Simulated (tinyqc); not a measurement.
Inside a calculation. Method: plane-wave Kohn-Sham cycle with exchange-only LDA in a layered model solid. One step of it, computed by the program tinyqc.

Problem. Iteration 2: potential. V_H(G) = 4 pi rho(G)/G^2 for G != 0 (uniform background); v_x = -(3 rho/pi)^(1/3); V = V_ext + V_H + v_x; Fourier components f(G_m) = (1/N) sum_j f(x_j) exp(-i G_m x_j).

A solid whose potential varies along x alone (atomic units):
```
parameter                      value
period a                    8.100000
cross-section of the cell  38.000000
electrons per cell                 4
grid points                       16
plane waves -n..n, n               2
k points                           3
V1 in V1 cos(2 pi x/a)     -0.780000
```

density after iteration 1 (e/bohr^3): [0.01772691, 0.01846875, 0.01909228, 0.01723250, 0.01322313, 0.00948108, 0.00746527, 0.00679949, 0.00667532, 0.00679949, 0.00746527, 0.00948108, 0.01322313, 0.01723250, 0.01909228, 0.01846875]

Give: Potentials on the grid; V(G_m), m = 0, 1, 2, ....

Solution.

Potentials on the grid (hartree):
```
x         V_ext      V_H      v_x        V
0.0000  -0.7800   0.1374  -0.2568  -0.8994
0.5062  -0.7206   0.1295  -0.2603  -0.8514
1.0125  -0.5515   0.1041  -0.2632  -0.7106
1.5188  -0.2985   0.0597  -0.2544  -0.4931
2.0250        0   0.0023  -0.2329  -0.2306
2.5312   0.2985  -0.0559  -0.2084   0.0341
3.0375   0.5515  -0.1033  -0.1925   0.2557
3.5438   0.7206  -0.1333  -0.1866   0.4008
4.0500   0.7800  -0.1435  -0.1854   0.4511
4.5563   0.7206  -0.1333  -0.1866   0.4008
5.0625   0.5515  -0.1033  -0.1925   0.2557
5.5687   0.2985  -0.0559  -0.2084   0.0341
6.0750        0   0.0023  -0.2329  -0.2306
6.5812  -0.2985   0.0597  -0.2544  -0.4931
7.0875  -0.5515   0.1041  -0.2632  -0.7106
7.5938  -0.7206   0.1295  -0.2603  -0.8514
```

V(G_m), m = 0, 1, 2, ... (hartree): [-0.2274, -0.3396, 0.0015, 0.0020, 0.0000]
